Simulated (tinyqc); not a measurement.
Inside a calculation: exchange-split free-electron bands and tunnelling magnetoresistance. Values are carried at full precision from step to step, so a last printed digit may differ when a step is redone from the rounded ones.

Majority and minority bands E = c k^2/m -/+ Dx/2, c = hbar^2/2m0, so k_up = sqrt(m (EF + Dx/2)/c), k_dn = sqrt(m (EF - Dx/2)/c); n_s = k_s^3/(6 pi^2), D_s = m k_s/(4 pi^2 c).

Constants: hbar^2/2m0 = 3.80998211 eV angstrom^2.

Inputs chosen for the exercise:
- EF = 5.92 eV (Fermi energy above the mean band bottom)
- Dx = 6.07 eV (exchange splitting)
- m = 1.03 m0 (mass in the electrodes)
- mb = 0.35 m0 (mass in the barrier)
- phi = 1.1 eV (barrier height above EF)
- d = 10.2 angstrom (barrier thickness)

## The two Fermi spheres

Give k_s, n_s, D_s, the moment per electron (n_up - n_dn)/n and three polarisations: of D, of D v and of D v^2 (v proportional to k).

k_up, k_dn (1/angstrom): 1.5559  0.8831

n_up, n_dn (1/angstrom^3): 0.06361  0.01163

D_up, D_dn (1/(eV angstrom^3)): 0.01065  0.00605

moment per electron = 0.6908 muB

polarisations: D 0.2758, D v 0.5127, D v^2 0.6908

The three numbers differ although they describe one band structure: each probe (density of states, ballistic current, diffusive current) weights the velocity differently.

## Transmissions

Barrier: kappa = sqrt(mb phi/c), c = hbar^2/2m0. With a = k1/m, b = k2/m, w = kappa/mb, the transmission at normal incidence is T(k1, k2) = 4 a b w^2/[w^2 (a + b)^2 + (w^2 + a^2)(w^2 + b^2) sinh^2(kappa d)]. Parallel: G_P = T(up, up) + T(dn, dn); antiparallel: G_AP = 2 T(up, dn); TMR = (G_P - G_AP)/G_AP. Julliere: TMR = 2 P^2/(1 - P^2). Slonczewski factor: P_eff = P_k (w^2 - a_up a_dn)/(w^2 + a_up a_dn), P_k = (k_up - k_dn)/(k_up + k_dn).

Evaluate kappa and the three T.

kappa = 0.3179 1/angstrom
kappa d = 3.242

T: up-up 0.004755, dn-dn 0.006067, up-dn 0.005369

The minority channel transmits more, by a factor 1.28; the common factor exp(-2 kappa d) is 0.00153.

## Magnetoresistance

From the T, and from the Julliere formula with P_k and with P_eff.

TMR from T = 0.78 %
P_k = 0.2758
P_eff = -0.0612
Julliere with P_k = 16.47 %
Julliere with P_eff = 0.75 %

The interface factor is -0.222: it reverses the sign of the tunnelling polarisation. The plain Julliere value lies 15.7 points above the result and the one with P_eff 0.03 points from it. Symmetry filtering in crystalline barriers, which gives far larger values, is outside this model.

## Checks

- TMR of a thick barrier against the Julliere formula with P_eff: both 0.007517.

Computed by tinyqc, a small Python program: `OMP_NUM_THREADS=1 python tinyqc.py 1651535 1651536 out.jsonl` (the numbers bound the seed that draws the inputs); one thread of a shared host (Intel(R) Xeon(R) Processor @ 2.30GHz), about 0.01 s for the whole set of steps.
